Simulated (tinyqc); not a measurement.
Energy and delay of logic against supply voltage: one step of the calculation.

One expression serves below and above threshold: I(Vg) = Ik [ln(1 + exp((Vg - VT + dd V)/(al nf Vt)))]^al, with I_on = I(V) and I_off = I(0). Gate delay td = kd C V/I_on, clock period LD td. Per gate and cycle the switching energy is act C V^2 and the leakage energy I_off V LD td. No short-circuit current, no variation. Minima are sought above 0.09 V; below a few Vt gates no longer switch and the model has no meaning.

Task. Currents, delay and energies. I_on, I_off, td, clock frequency 1/(LD td), both energies and their sum.

Parameters, values chosen for the exercise; values of the order met in logic technologies:
```
symbol  value  unit                               meaning
T         330     K                           temperature
VT       0.18     V  threshold voltage at zero drain bias
nf       1.18                                slope factor
dd       0.06         barrier lowering per volt of supply
Ik       0.63    uA            specific current of a gate
al       1.49                 exponent of the current law
C        0.68    fF            load capacitance of a gate
kd        0.7                                delay factor
LD         40                                 logic depth
act       0.1                             activity factor
V        0.77     V                        supply voltage
```

Constants: q = 1.602176634e-19 C, kB = 1.380649e-23 J/K, Vt = kB T/q. Results are converted to the units shown.

Give: I_on; I_off; td; clock frequency; switching energy; leakage energy; energy.

Result.

I_on = 27.877 uA
I_off = 11.117 nA
td = 13.148 ps
clock frequency = 1.9015 GHz
switching energy = 40.317 aJ
leakage energy = 4.5018 aJ
energy = 44.819 aJ

I_on/I_off = 2510; leakage makes up 10.0 % of the energy.

tinyqc, about 0.01 s, one thread, Intel Xeon 2.30GHz (shared host): `OMP_NUM_THREADS=1 python tinyqc.py 2082037 2082038 out.jsonl`
